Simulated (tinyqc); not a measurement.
Chip with leakage that grows with temperature, electro-thermal loop and runaway: course of the iteration: temperature by Newton steps.

One temperature T for the device, T = T0 + Rth P(T), with P(T) = Pd + Pl (T/300 K)^2 exp[(q Ea/kB)(1/(300 K) - 1/T)]. The loop gain is Rth dP/dT; a solution is thermally stable when it is below one.

P(T) = Pd + Pl (T/300 K)^2 exp[(q Ea/kB)(1/(300 K) - 1/T)]; P'(T) = (P - Pd)(2/T + q Ea/(kB T^2)); G = Rth P'; T(new) = T + (T0 + Rth P - T)/(1 - G).

Stop when T changes by less than 1e-6 K, or after 200 iterations.

Inputs (values chosen for the exercise):

| symbol | value | unit | meaning |
|---|---|---|---|
| T0 | 320 | K | ambient temperature |
| Pd | 37 | W | temperature-independent switching power |
| Pl | 1.24 | W | leakage power at 300 K |
| Ea | 0.37 | eV | activation energy of the leakage |
| Rth | 0.45 | K/W | thermal resistance |

Constants: q = 1.602176634e-19 C, kB = 1.380649e-23 J/K. Results are converted to the units shown.

T at the start = 320 K

Course of the iteration:
```
iteration,T (K),|change| (K)
1,339.675,19.7
2,340.610,0.935
3,340.613,3.28e-3
4,340.613,4.12e-8
```

Did this iteration meet its convergence test, and what does its course show?

Yes. Converged in 4 iterations. At the end the number of correct digits about doubles with each step.

Program tinyqc, `OMP_NUM_THREADS=1 python tinyqc.py 2520054 2520055 out.jsonl`; Intel Xeon 2.30GHz, shared host, one thread, about 0.01 s.
